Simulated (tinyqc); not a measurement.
# Threshold of a short bulk MOSFET: charge sharing, barrier lowering, narrow width: effects of single changes

n-channel device on a p-type body, depletion approximation, full ionisation. Uniform doping N = Na. Vbi from Boltzmann statistics is rough for the degenerate source. Cox = eps0 eox/tox.

Values chosen for this exercise; band and dielectric values close to those of silicon: temperature T = 400 K; band gap Eg = 1.13 eV; relative permittivity eps_r = 11.5; conduction-band density of states at T Nc = 4.28e19 cm^-3; valence-band density of states at T Nv = 4.11e19 cm^-3; relative permittivity of the gate insulator (close to silicon dioxide) eox = 3.9; insulator thickness tox = 4.1 nm; channel doping Na = 5.7e16 cm^-3; source and drain doping Nsd = 1e20 cm^-3; flat-band voltage for the doping Na Vfb = -0.95 V; junction depth xj = 98 nm; body-source voltage Vbs = 0 V; drain-source voltage Vds = 1 V; gate width W = 1000 nm; shape factor of the fringing depletion at the width edges xw = 0; channel length L = 270 nm.

Constants: q = 1.602176634e-19 C, kB = 1.380649e-23 J/K, Vt = kB T/q, eps0 = 8.8541878128e-14 F/cm where lengths are in cm. Results are converted to the units shown.

Each table varies one quantity; the others keep the values above.

## Threshold roll-off against channel length

ni = sqrt(Nc Nv) exp(-Eg/(2 Vt)), Eg in volts; 2 pB = 2 Vt ln(N/ni); flat band Vfb - Vt ln(N/Na); Wd = sqrt(2 eps0 eps_r (2 pB - Vbs)/(q N)); body term q N Wd/Cox; long-channel VT0 = flat band + 2 pB + body term; Vbi = Vt ln(N Nsd/ni^2); scale length l = sqrt((eps_r/eox) tox Wd). Charge sharing (trapezoid; it ignores Vds): F = (xj/L)(sqrt(1 + 2 Wd/xj) - 1), lowering = body term times F. Barrier lowering: th = exp(-L/(2 l)) + 2 exp(-L/l), lowering = th [2 (Vbi - 2 pB) + Vds], DIBL = th. Narrow width: rise = body term times xw Wd/W. VT by each model = VT0 - lowering + rise. DIBL under 0.001 mV/V is printed as 0.

The same in every row: N (cm^-3) = 5.7000e16; VT0 (V) = -0.14204.

Threshold roll-off against channel length:
```
L (nm)     L/l         F  DIBL (mV/V)  VT, charge sharing (V)  VT, barrier lowering (V)
120     3.1159   0.71198       299.24                -0.23675                  -0.59538
180     4.6739   0.47466       115.30                -0.20518                  -0.31671
260     6.7511   0.32861       36.538                -0.18575                  -0.19739
370     9.6074   0.23091       8.3339                -0.17275                  -0.15466
530     13.762   0.16120       1.0293                -0.16348                  -0.14360
770     19.994   0.11096     0.045547                -0.15680                  -0.14211
1100    28.562  0.077671            0                -0.15237                  -0.14204
1600    41.545  0.053399            0                -0.14914                  -0.14204
2300    59.721  0.037147            0                -0.14698                  -0.14204
```

What does the comparison show?

VT by barrier lowering rises from -0.595 to -0.142 V and VT by charge sharing rises from -0.237 to -0.147 V. DIBL is under 100 mV/V from L = 260 nm on among the rows (th = 0.1 at L/l = 4.92). For L = 120 F exceeds 0.5: the shares of source and drain overlap, and the trapezoid formula no longer holds. For L = 120 DIBL exceeds 250 mV/V, where the barrier formula is rough.

## Effect of the body-source voltage

Same model as above.

The same in every row: N (cm^-3) = 5.700e16.

Effect of the body-source voltage:
```
Vbs (V)    VT0 (V)    L/l       F  DIBL (mV/V)  VT, charge sharing (V)  VT, barrier lowering (V)
0          -0.1420  7.011  0.3164        31.84                 -0.1841                   -0.1903
-0.3       -0.1152  6.395  0.3638        44.20                 -0.1733                   -0.1822
-0.6      -0.09223  5.980  0.4019        55.34                 -0.1657                   -0.1761
-0.9      -0.07186  5.672  0.4343        65.53                 -0.1601                   -0.1711
-1.2      -0.05335  5.430  0.4626        74.95                 -0.1559                   -0.1669
-1.5      -0.03627  5.233  0.4878        83.75                 -0.1528                   -0.1631
-1.8      -0.02033  5.066  0.5107        92.02                 -0.1504                   -0.1597
-2.1     -0.005333  4.923  0.5318        99.84                 -0.1488                   -0.1566
```

As Vbs goes from 0 to -2.1, VT0 rises from -0.142 to -0.00533 V, DIBL rises from 31.8 to 99.8 mV/V, F rises from 0.316 to 0.532 and VT by barrier lowering rises from -0.190 to -0.157 V. The apparent body effect -dVT/dVbs between the first two rows is 0.0271 by barrier lowering and 0.0360 by charge sharing, against 0.0895 for a long device. For Vbs = -1.8, -2.1 F exceeds 0.5: the shares of source and drain overlap, and the trapezoid formula no longer holds.

Numbers from tinyqc (`OMP_NUM_THREADS=1 python tinyqc.py 2002171 2002172 out.jsonl`; about 0.01 s on one thread of a shared Intel Xeon 2.30GHz).
